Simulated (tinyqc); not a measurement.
A particle near a wafer in liquid: double-layer and van der Waals forces (DLVO), deposition barrier and removal: one step, computed by the program tinyqc.

Sphere and flat wall, Derjaguin approximation, constant potentials in the linear-superposition form, no retardation and no hydration force.

Question. Removing an attached particle. Adhesion F_a = A R/(6 h0^2) [1 + a^2/(R h0)] - kappa Z R exp(-kappa h0), a the contact radius. Drag in a shear flow F_d = 1.7 x 6 pi mu R^2 G, acting at 1.4 R; rolling starts when 1.4 R F_d = a F_a. Wall shear stress = mu G.

Inputs (values chosen for the exercise, of the order of those for silica on silicon in water):
```
quantity,value,unit
particle radius R,370,nm
Hamaker constant A,1.3e-20,J
temperature T,293,K
contact distance h0,0.4,nm
contact radius over R,0.091,-
viscosity,0.74,mPa s
```

kappa = 0.1391875 1/nm

Z = -12.59728 pN

Give: van der Waals adhesion; net adhesion F_a; wall shear stress for rolling; shear rate G.

Answer.

van der Waals adhesion = 43390 pN

net adhesion F_a = 44003 pN

wall shear stress for rolling = 652.0 Pa

shear rate G = 8.811e+05 1/s
